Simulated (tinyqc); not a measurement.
Inside a calculation: k.p values derived from sp3s* tight binding at Gamma. Values are carried at full precision from step to step, so a last printed digit may differ when a step is redone from the rounded ones.

At Gamma the states are two-level mixtures: s-like S+ (upper) and S- (lower) from [[Esa, Vss], [Vss, Esc]], p-like P- (valence) and P+ from [[Epa, Vxx], [Vxx, Epc]], and the bare s* levels. With real k in 1/angstrom and kz = 0, the phase sums over the four bonds are g0 = 1 - (a k/4)^2/2, g1 = i a kx/4, g3 = -(a/4)^2 kx ky to second order. Each mixture is written (anion, cation) with the anion part positive. c = hbar^2/2m0. No spin-orbit coupling.

Constants: hbar^2/2m0 = 3.80998211 eV angstrom^2.

Values chosen for the exercise (near a published set for GaP, fitted to gaps, whose masses and valley positions are rough; not measured data): Esa = -8.132 eV (s level of the anion); Esc = -2.19 eV (s level of the cation); Epa = 1.115 eV (p level of the anion); Epc = 4.164 eV (p level of the cation); Vss = -7.46 eV (s-s); Vxx = 2.12 eV (px-px); a = 5.453 angstrom (lattice constant); Vsapc = 4.253 eV (s anion, p cation); Vscpa = 6.377 eV (s cation, p anion); Vxapc = 4.602 eV (s* anion, p cation); Vpaxc = 5.032 eV (p anion, s* cation); Exa = 8.572 eV (s* level of the anion); Exc = 7.096 eV (s* level of the cation); Vxy = 5.099 eV (px-py).

## States at Gamma

Solve the two blocks.

States:
```
state    E (eV)  anion part  cation part
S-     -13.1908     0.82765      0.56125
P-       0.0283     0.88989     -0.45617
S+       2.8688     0.56125     -0.82765
P+       5.2507     0.45617      0.88989
```

## Linear terms and the Kane energy

<s state|dH/dkx|x state> = i P with P = (a/4)(sa pc Vsapc + sc pa Vscpa), sa, sc and pa, pc being the parts of the two states; for s* on the anion P = (a/4) pc Vxapc, on the cation (a/4) pa Vpaxc. Ep = P^2/c for S+ to P-.

Couplings:
```
pair       P (eV angstrom)  E(first) - E(second) (eV)
S+ to P-           -7.8873                     2.8406
S+ to P+           -0.3864                    -2.3819
S- to P-            2.1530                   -13.2191
s*a to P-          -2.8618                     8.5437
s*c to P-           6.1046                     7.0677
```

Ep = 16.328 eV

The two terms of S+ to P- have the same sign and add: S+ and P- both change sign from anion to cation. An on-site momentum element between s and p, which real atoms have, is absent from this model.

## Electron mass

m0/m = [<S+|d2H/dkx^2|S+>/2 + sum P^2/(E(S+) - E(P))]/c over P- and P+, with the direct term -(a/4)^2 sa sc Vss.

parts of m0/m: direct -1.690, from P- 5.748, from P+ -0.016

mass = 0.2474 m0

The valence band supplies 142 % of m0/m; the direct term, which stands in for the free-electron 1, is -1.69. S+ is not the lowest valley of GaP; this is the mass of the Gamma level.

## Valence parameters L, M, N and the Luttinger values

Direct terms d0 = -(a/4)^2 pa pc Vxx, dN = -2 (a/4)^2 pa pc Vxy for P-. F = sum P^2/(E(P-) - E(s)) over S+, S-, s*a, s*c. The y state of P- couples to the z state of P+ through Q = (a/4) Vxy (pa p'c - pc p'a), primes for P+, and H1 = Q^2/(E(P-) - E(P+)). L = d0 + F, M = d0 + H1, N = dN + F + H1; g1 = -(L + 2M)/(3c), g2 = -(L - M)/(6c), g3 = -N/(6c).

d0, dN, F, Q, H1 (eV angstrom^2; Q in eV angstrom): 1.5994  7.6936  -27.7808  6.9512  -9.2522

L, M, N (eV angstrom^2): -26.181  -7.653  -29.339

g1, g2, g3: 3.630  0.811  1.283

Along [100] the masses without spin-orbit coupling are c/|L| = 0.146 (one band) and c/|M| = 0.498 (two bands).

## Checks

- Electron mass against a finite difference of the full bands: both 0.2474.
- L and M against finite differences along [100]: largest relative difference 7.2e-06.
- Lowest curvature along [111], (L + 2M + 2N)/3, against a finite difference: -33.389 against -33.388.

Program tinyqc; command `OMP_NUM_THREADS=1 python tinyqc.py 1481215 1481216 out.jsonl`; about 0.01 s on one thread of a shared Intel(R) Xeon(R) Processor @ 2.30GHz.
